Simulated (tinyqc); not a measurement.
## Trap density and cross-section from the conductance peak

Question. For a continuum of interface traps on an n-type substrate Gp/w peaks at 2 pi f tau = 1.9803 with the height 0.40237 q Dit, and tau = 1/(sn vth Nd exp(psi/Vt)) with psi = ps. Find Dit, tau and sn.

Inputs (values chosen for the exercise):
- T = 350 K (temperature)
- Nd = 4.6e16 cm^-3 (donor density)
- ps = -0.095 V (band bending psi)
- vth = 2.5e7 cm/s (thermal velocity)

Constants: q = 1.602176634e-19 C, kB = 1.380649e-23 J/K, Vt = kB T/q. Results are converted to the units shown.

peak Gp/w = 77.360137 nF/cm^2
frequency of the peak = 2.3302388e5 Hz

Answer. The height gives Dit, the position tau, and tau with the surface density gives sn.

Dit = 1.20e12 cm^-2 eV^-1
tau = 1.35e-6 s
sn = 1.50e-17 cm^2

tinyqc, about 0.01 s, one thread, Intel Xeon 2.30GHz (shared host): `OMP_NUM_THREADS=1 python tinyqc.py 2030005 2030006 out.jsonl`
